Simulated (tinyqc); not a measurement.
As the film thickens, and with more bath resistance: electroplating on a thin resistive seed layer: kinetics, Wagner number and the terminal effect across a wafer. Computed by tinyqc, a small Python program. Command: `OMP_NUM_THREADS=1 python tinyqc.py 3121302 3121303 out.jsonl terminal walk`. One thread of a shared host (Intel(R) Xeon(R) Processor @ 2.30GHz), about 0.02 s of CPU time with the checks.

Current enters the seed at the rim. The bath is treated as a local resistance per area (no lateral flow in the liquid), two electrons per ion, molar volume 7.11 cm^3/mol, Faraday constant F = e N_A, kinematic viscosity 0.01 cm^2/s, omega = 2 pi x rpm/60; k_B T/e is in volts.

Inputs (values chosen for the exercise, of the order of those for copper plating from an acid sulfate bath): wafer radius R = 15 cm; seed thickness t = 140 nm; seed resistivity = 14 microohm cm; bath conductivity kappa = 0.092 S/cm; gap to the anode h = 6.2 cm; extra resistance of a porous plate = 77 ohm cm^2; exchange current density i_0 = 0.34 mA/cm^2; cathodic transfer coefficient alpha = 0.45; mean current density = 4.1 mA/cm^2; diffusivity of the metal ion = 4.6e-06 cm^2/s; metal ion concentration = 0.29 mol/L; rotation rate = 200 rpm; temperature T = 298 K.

Constants: e = 1.602176634e-19 C; N_A = 6.02214076e+23 1/mol; k_B = 8.617333262e-05 eV/K.

Method:
- Growth rate = i V_m/(2 F). Levich limit i_L = 0.62 x 2 F D^(2/3) omega^(1/2) nu^(-1/6) c. Tafel overpotential eta = (k_B T/(alpha e)) ln(i/i_0); kinetic resistance k_B T/(alpha e i); bath resistance h/kappa + plate; R_s = resistivity/t; Wagner number = kinetic resistance x kappa/R.
- Full model: seed potential phi(r) with (1/r)(r phi')' = R_s i, where i solves phi = R_b i + (k_B T/(alpha e)) ln(i/i_0) (phi being the driving voltage left at r); phi'(0) = 0 and phi'(R) = R_s i_mean R/2. Solved by collocation to a tolerance of 1e-7.
- The film is taken as uniform, with the seed resistivity; the last column adds 100 ohm cm^2 to R_b. Extra power of that plate = i^2 x 100 ohm cm^2 x area.

sheet resistance R_s = 1 ohm/square

bath resistance R_b = 144.391 ohm cm^2

Edge over centre:
```
thickness (nm)  R_s (ohm/square)  as given  with 100 ohm cm^2 more
140                       1.0000    1.3877                  1.2298
210                       0.6667    1.2512                  1.1505
280                       0.5000    1.1857                  1.1119
420                       0.3333    1.1220                  1.0739
700                       0.2000    1.0723                  1.0440
1400                      0.1000    1.0358                  1.0219
2800                      0.0500    1.0178                  1.0109
```

extra power = 1.1882 W

What does the comparison show, and why?

The ratio falls below 1.1 from 700 nm on as given, and from 420 nm on with the added resistance: what counts is R_s R^2 against the sum of kinetic and bath resistance.
